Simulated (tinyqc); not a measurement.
Worked calculation: one-electron ion in a basis of Gaussians. Computed by tinyqc, a small Python program that keeps every step. Settings: Z = 1, l = 0. Command: `OMP_NUM_THREADS=1 python tinyqc.py 28538 28539 out.jsonl` (the two numbers bound the seeds that draw the settings). One thread of a shared host (Intel(R) Xeon(R) Processor @ 2.60GHz), about 0.01 s of CPU time with the checks.

## Matrices over normalised Gaussians

exponents of r^l exp(-a r^2) (1/bohr^2): [0.04914, 0.07755, 0.12240, 0.19320]

Z = 1

l = 0

With p = a_i + a_j and I(k) = Gamma((k+1)/2) / (2 p^((k+1)/2)): S = I(2l+2), T = (2l+3) a_i a_j S / p, V = -Z I(2l+1), each divided by sqrt(S_ii S_jj).

S:
$$\begin{pmatrix}
1.00000 & 0.96204 & 0.85982 & 0.72109 \\
0.96204 & 1.00000 & 0.96202 & 0.85977 \\
0.85982 & 0.96202 & 1.00000 & 0.96201 \\
0.72109 & 0.85977 & 0.96201 & 1.00000
\end{pmatrix}$$

T (hartree):
$$\begin{pmatrix}
0.07371 & 0.08681 & 0.09044 & 0.08475 \\
0.08681 & 0.11632 & 0.13701 & 0.14273 \\
0.09044 & 0.13701 & 0.18360 & 0.21625 \\
0.08475 & 0.14273 & 0.21625 & 0.28980
\end{pmatrix}$$

V (hartree):
$$\begin{pmatrix}
-0.35374 & -0.38639 & -0.40183 & -0.40055 \\
-0.38639 & -0.44439 & -0.48540 & -0.50480 \\
-0.40183 & -0.48540 & -0.55829 & -0.60982 \\
-0.40055 & -0.50480 & -0.60982 & -0.70141
\end{pmatrix}$$

## Generalised eigenproblem

H = T + V (hartree):
$$\begin{pmatrix}
-0.28003 & -0.29957 & -0.31139 & -0.31580 \\
-0.29957 & -0.32806 & -0.34839 & -0.36207 \\
-0.31139 & -0.34839 & -0.37469 & -0.39358 \\
-0.31580 & -0.36207 & -0.39358 & -0.41161
\end{pmatrix}$$

Solve H C = S C e through S^(-1/2); each column has its largest component positive (the first on a tie).

eigenvalues of S: [0.00045, 0.01575, 0.31644, 3.66736]

eigenvalues (hartree): [-0.43103, -0.10772, 0.11838, 0.48250]

coefficients:
$$\begin{pmatrix}
0.99823 & -4.88726 & -7.41460 & 8.45129 \\
-3.48635 & 7.60124 & 15.31925 & -26.38567 \\
4.01397 & -5.42986 & -8.69163 & 29.65214 \\
-2.57202 & 2.27039 & 0.52692 & -11.79273
\end{pmatrix}$$

For Z = 1 and l = 0 the exact lowest level is -Z^2/(2 n^2) with n = l + 1: -0.500000 hartree. The basis is nearly linearly dependent, so rounded matrices do not reproduce these digits.
